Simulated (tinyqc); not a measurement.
Schottky barrier on an n-type semiconductor with a doping step, non-linear Poisson equation by Newton steps: one step of the calculation.

One dimension, metal at x = 0, donor density C(x) = N1 for x < x1 and Nd beyond. Energies are counted from the electron Fermi level of the semiconductor and the conduction-band edge is Ec = -psi, so n = Nc exp(psi/Vt); holes follow the Fermi level of the metal, at -V, so p = Nv exp((V - psi - Eg)/Vt). Ends: psi(0) = V - phiB and psi = Vt ln(Nd/Nc) deep inside. Boltzmann statistics, full ionisation, no current, no image force in the Poisson equation.

Question. Newton step. Solve the tridiagonal system a_(i-1) d_(i-1) + b_i d_i + a_i d_(i+1) = -F_i for nodes 1 to 12, with d = 0 on fixed nodes. Half of the step is added while the largest |d| exceeds 1.5 Vt, the full step after that.

Values chosen for this exercise: temperature T = 300 K.

Constants: q = 1.602176634e-19 C, kB = 1.380649e-23 J/K, Vt = kB T/q. Results are converted to the units shown.

```
interval,coupling a_i (F/cm^2)
0,8.4852633e-7
1,7.3784898e-7
2,6.4445038e-7
3,5.6255889e-7
4,4.9189932e-7
5,4.3145407e-7
6,3.6365414e-7
7,3.2846181e-7
8,2.8284211e-7
9,2.4834917e-7
10,2.1664502e-7
11,1.8513302e-7
12,1.6423090e-7
```

```
node,diagonal b (F/cm^2),residual F (C/cm^2)
1,-1.5863783e-6,-8.4326536e-9
2,-1.3823804e-6,-9.6766791e-9
3,-1.2088817e-6,-1.1128418e-8
4,-1.0844416e-6,-1.3456678e-8
5,-1.1679513e-6,-2.0802535e-8
6,-1.4777221e-6,-9.5507081e-9
7,-1.4782683e-6,-6.7740522e-11
8,-1.5040532e-6,~0
9,-1.5571867e-6,~0
10,-1.6375604e-6,~0
11,-1.7608889e-6,~0
12,-1.9083440e-6,~0
```

```
node,psi at the start (V)
0,-0.55000000
1,-0.46852658
2,-0.38687699
3,-0.30921575
4,-0.24100715
5,-0.19017156
6,-0.16758268
7,-0.16739640
8,-0.16739640
9,-0.16739640
10,-0.16739640
11,-0.16739640
12,-0.16739640
13,-0.16739640
```

Find: Newton step d, before damping; psi after iteration 1.

Answer.

```
node,"Newton step d, before damping (V)"
1,-0.035132
2,-0.064105
3,-0.082271
4,-0.083572
5,-0.062798
6,-0.026499
7,-0.006912
8,-0.001564
9,-0.000291
10,-0.000045
11,-0.000006
12,-0.000001
```

```
node,psi after iteration 1 (V)
0,-0.55000
1,-0.48609
2,-0.41893
3,-0.35035
4,-0.28279
5,-0.22157
6,-0.18083
7,-0.17085
8,-0.16818
9,-0.16754
10,-0.16742
11,-0.16740
12,-0.16740
13,-0.16740
```

Program tinyqc, `OMP_NUM_THREADS=1 python tinyqc.py 2020173 2020174 out.jsonl`; Intel Xeon 2.30GHz, shared host, one thread, about 0.09 s.

~0 in a residual or rate marks an entry under 1e-11 of the largest of its column.
